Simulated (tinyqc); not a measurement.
Ballistic conductance of a hard-wall wire of rectangular section by counting modes: two steps of the calculation.

Subband edges E_(a,b) = (C pi^2/m) [(a/W)^2 + (b/Hh)^2], a, b = 1, 2, ...; C = hbar^2/(2 m0). Every mode transmits fully; spin gives the factor 2 in 2 q^2/h, valleys the factor gv.

Values chosen for this exercise:
- T = 300 K (temperature)
- m = 0.022 m0 (mass)
- gv = 2 (valleys)
- Ef = 0.397 eV (Fermi energy above the bulk band edge)
- W = 25 nm (width)
- Hh = 17 nm (height)
- Et = 0.5 eV (highest subband edge listed)

Constants: q = 1.602176634e-19 C, kB = 1.380649e-23 J/K, hbar = 1.054571817e-34 J s, h = 6.62607015e-34 J s, m0 = 9.1093837015e-31 kg, Vt = kB T/q, hbar^2/(2 m0) = 0.0380998212 eV nm^2. Results are converted to the units shown.

Task 1. Subband edges and their occupation. List the edges below Et; each adds its degeneracy times f = 1/(1 + exp((E_n - Ef)/Vt)) to the thermal mode count.

Wanted: edge; degeneracy; f.

Result 1.

```
mode  edge (eV)  degeneracy        f
1,1     0.08649           1  0.99999
2,1     0.16853           1  0.99985
1,2     0.26392           1  0.99422
3,1     0.30527           1  0.97203
2,2     0.34596           1  0.87807
3,2     0.48270           1  0.03506
4,1     0.49671           1  0.02070
```

Task 2. Conductance and ballistic resistance. G = (2 q^2/h) gv M; at zero temperature M counts the edges below Ef, at T it is the sum of degeneracy times f. The smooth (Sharvin) count is kF^2 A/(4 pi), kF = sqrt(m Ef/C), A = W Hh, perimeter p = 2 (W + Hh), and with the boundary term kF^2 A/(4 pi) - kF p/(4 pi). The sum runs over the edges listed.

```
mode   edge (eV)  degeneracy           f
1,1   0.08649049           1  0.99999392
2,1   0.16853343           1  0.99985483
1,2   0.26391900           1  0.99422143
3,1   0.30527167           1  0.97202880
2,2   0.34596194           1  0.87806582
3,2   0.48270018           1  0.03505912
4,1   0.49670521           1  0.02069868
```

Find: M at zero temperature; M at T; G; resistance 1/G; smooth count.

Result 2.

M at zero temperature = 5
M at T = 4.900
G = 759.3 uS
resistance 1/G = 1.317 kohm
smooth count = 7.753

The smooth count is 58 % above M at T. With the boundary term it is 4.55.

tinyqc, about 0.6 s, one thread, Intel Xeon 2.30GHz (shared host): `OMP_NUM_THREADS=1 python tinyqc.py 2740122 2740123 out.jsonl`
